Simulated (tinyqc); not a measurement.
Free and nearly free electrons in a metal, step by step. Values are carried at full precision from step to step, so a last printed digit may differ when a step is redone from the rounded ones.

The cubic cell holds 2 atoms: n = 2 z/a^3, kF = (3 pi^2 n)^(1/3), EF = c kF^2/m, vF = 2 c kF/(m hbar), c = hbar^2/2m0; rs = (3/(4 pi n))^(1/3)/a0; D(EF) = 3 n/(2 EF).

Constants: hbar^2/2m0 = 3.80998211 eV angstrom^2; hbar = 6.58211957e-16 eV s; a0 (Bohr radius) = 0.5291772105 angstrom; kB = 8.617333262e-05 eV/K.

Inputs chosen for the exercise (near those of W, whose d bands this model ignores; not measured data):
- a = 3.166 angstrom (bcc lattice constant)
- z = 2 (free electrons an atom)
- m = 1 m0 (mass)
- rho = 5.88 micro-ohm cm (bulk resistivity)
- T = 290 K
- V = 0.29 eV (|V_G| for G = (110))
- x = 0.66 (k along G as a share of |G|/2)

## The Fermi sphere

Evaluate the free-electron quantities.

n = 0.12605 1/angstrom^3
kF = 1.5511 1/angstrom
EF = 9.167 eV
vF = 1.796e+06 m/s
rs = 2.338
D(EF) per atom = 0.3273 1/eV

## Relaxation time and mean free path

Drude: 1/rho = n e^2 tau/(m m0) with e = 1.602176634e-19 C and m0 = 9.1093837e-31 kg; mean free path l = vF tau; rho l = hbar kF/(n e^2) = 12 pi^3 hbar/(e^2 S) with S = 4 pi kF^2 does not depend on tau or m.

Use SI units: n in 1/m^3 (1e30 per 1/angstrom^3), rho in ohm m (1e-8 per micro-ohm cm).

tau = 4.79 fs
l = 8.60 nm
rho l = 5.056 1e-16 ohm m^2

Wires lose conductivity to surfaces and grain boundaries, with an excess that scales as rho l over the width and is of the order of rho itself at a width of l = 9 nm. For a transition metal free electrons can miss l and rho l by a factor of two.

## Thermal quantities

gamma = (pi^2/3) kB^2 D(EF) per atom, times 96485.33 x 1e3 for mJ/(mol K^2); mu(T) = EF (1 - (pi kB T/EF)^2/12); Wiedemann-Franz kappa = L0 T/rho with L0 = (pi^2/3) (kB/e)^2, kB/e in V/K.

gamma = 0.771 mJ/(mol K^2)
mu - EF = -0.0560 meV
kappa = 120 W/(m K)

The d states at EF, left out, make the measured gamma larger.

## The sphere against the zone faces

Take G = (hkl) 2 pi/a for (110), (200) and (211), with the number of equivalent faces. The Bragg plane of G lies at |G|/2 with |G| = (2 pi/a) sqrt(h^2 + k^2 + l^2). Where kF exceeds it, the sphere cuts the plane in a circle of radius sqrt(kF^2 - G^2/4).

Distance and circle for each G:

| G | faces | \|G\|/2 (1/angstrom) | kF/(\|G\|/2) | circle radius |
|---|---|---|---|---|
| (110) | 12 | 1.4033 | 1.1053 | 0.6609 |
| (200) | 6 | 1.9846 | 0.7816 | - |
| (211) | 24 | 2.4306 | 0.6382 | - |

The sphere crosses the (110) faces, so electrons spill into higher zones.

## Two plane waves near the face

Two plane waves k and k - G, G = (110) (2 pi/a): H = [[c k^2/m, V], [V, c (k - G)^2/m]] with c = hbar^2/2m0.

Build H for k along G, diagonalise, and give the weight of the first wave in the lower state and its velocity along G relative to a free electron, (w k + (1 - w)(k - G))/k.

H (eV):
```
        1        2
1  3.2683   0.2900
2  0.2900  13.4723
```

levels (eV): 3.2600  13.4805

w = 0.9992
v/v_free = 0.9976

The splitting is 10.220 eV here and 2V = 0.58 eV on the face, where the normal velocity vanishes. There the lower band lies at 7.213 eV and the upper at 7.793 eV, both below the free EF of 9.167 eV: the face centre is filled in both bands and band 2 holds electrons here, while band 1 may keep holes at the zone corners.

## Checks

- Lower level against the closed form of the 2 x 2 problem (eV): both 3.2600.
- The product rho l against hbar kF/(n e^2) (1e-16 ohm m^2): both 5.056.

Program tinyqc; command `OMP_NUM_THREADS=1 python tinyqc.py 1681463 1681464 out.jsonl`; about 0.01 s on one thread of a shared Intel(R) Xeon(R) Processor @ 2.30GHz.
